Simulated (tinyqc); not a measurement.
One gate, two gates and a surrounding gate.

Below threshold the potential that source and drain add obeys Laplace's equation, vanishes on the gates and decays along the channel as exp(-k y). The same ts (depleted depth over a conducting body, body thickness or wire diameter), ti and permittivities in three geometries; k is the smallest positive root of: one gate, f(k) = eps_r sin(k ti) cos(k ts) + ei cos(k ti) sin(k ts); two gates, f(k) = ei cos(k ti) cos(k ts/2) - eps_r sin(k ti) sin(k ts/2); wire, f(k) = ei J0(u)[J1(u) Y0(v) - Y1(u) J0(v)] - eps_r J1(u)[J0(u) Y0(v) - Y0(u) J0(v)], u = k ts/2, v = u + k ti. Parabolic estimates of l: sqrt((eps_r/ei) ts ti); sqrt((eps_r/(2 ei)) ts ti (1 + ei ts/(4 eps_r ti))); sqrt([2 eps_r ts^2 ln(1 + 2 ti/ts) + ei ts^2]/(16 ei)), in the same order.

Inputs (values chosen for the exercise); permittivities: semiconductor close to that of silicon, insulator close to that of silicon dioxide: relative permittivity of the semiconductor eps_r = 11.9; relative permittivity of the insulator ei = 4.05; insulator thickness ti = 1 nm; body thickness ts = 5.3 nm.

Scale lengths (nm):
```
,Lambda = pi/k,l = 1/k,l(parabolic)
one gate over a conducting body,7.491,2.384,3.946
two gates,10.18,3.240,3.361
wire,6.644,2.115,2.249
```

What do the numbers show?

The wire has the shortest scale length, 0.653 times that of the double gate; the single gate over a conducting body has 0.736 times it, its layer ending directly on a conductor where the double gate has a second insulator. The parabolic estimates are 66 % above, 3.7 % above and 6.4 % above the exact l, in the order of the rows.

Program tinyqc, `OMP_NUM_THREADS=1 python tinyqc.py 2420046 2420047 out.jsonl`; Intel Xeon 2.30GHz, shared host, one thread, about 0.01 s.
